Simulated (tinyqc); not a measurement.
From Le Claire depth y_L back to boundary activation energy E_b: grain-boundary diffusion: Harrison regimes, Fisher and Le Claire analysis, Hart average. Computed by tinyqc, a small Python program. Command: `OMP_NUM_THREADS=1 python tinyqc.py 3002120 3002121 out.jsonl gbdiff inv`. One thread of a shared host (Intel(R) Xeon(R) Processor @ 2.30GHz), about 0.01 s of CPU time with the checks.

A boundary is a slab of width delta with diffusivity D_b, normal to a surface held at constant concentration; it leaks into grains of diffusivity D.

Inputs (values chosen for the exercise, for a model polycrystal): lattice prefactor D0 = 7.5e-05 m^2/s; lattice activation energy E = 3.52 eV; boundary prefactor D0b = 1.5e-05 m^2/s; boundary width delta = 0.56 nm; segregation factor s = 3; temperature T = 1070 K; time t = 170000 s.

Constants: k_B = 8.617333262e-05 eV/K.

Method:
- D = D0 exp(-E/(k_B T)), D_b = D0b exp(-E_b/(k_B T)).
- Triple product P = s delta D_b.
- Fisher: the mean concentration falls as exp(-y/y_F), y_F = sqrt(P) (pi t/(4 D))^(1/4), with the boundary equation P d2c/dy2 = 2 c sqrt(D/(pi t)). Le Claire (from the Whipple solution): ln c falls as -(y/y_L)^(6/5) with P = 1.322 sqrt(D/t) y_L^2.

Task: A run gave the result below. Find the boundary activation energy E_b, known to lie between 1.4 and 2.7 eV.

Le Claire depth y_L = 3.754892 um

Result:

Each step takes the trial c = (a f_b - b f_a)/(f_b - f_a), f being the result less the target and a, b, c the logarithms of the listed values; c replaces end b, the old b replaces a if the sign of f changed, and otherwise f_a is halved.

Scan of the range:
```
boundary activation energy E_b (eV)  Le Claire depth y_L (um)
1.40                                              2.12200e+02
1.56                                              8.91125e+01
1.74                                              3.35762e+01
1.94                                              1.13508e+01
2.17                                              3.26112e+00
2.42                                              8.40635e-01
2.70                                              1.84161e-01
```

False position (Illinois rule, in the logarithm of the input) inside the bracket:
```
step    end a    end b    trial  Le Claire depth y_L (um)
1     1.94000  2.17000  2.15521                   3.53342
2     1.94000  2.15521  2.14275                   3.78035
3     2.15521  2.14275  2.14403                   3.75418
4     2.14275  2.14403  2.14400                   3.75489
5     2.14275  2.14400  2.14400                   3.75489
6     2.14400  2.14400  2.14400                   3.75489
```

Le Claire depth y_L falls at every point of a 13-point scan of the range (every second point is shown), so one value fits; it is bracketed by 1.94 and 2.17. Answer: boundary activation energy E_b = 2.144 eV.
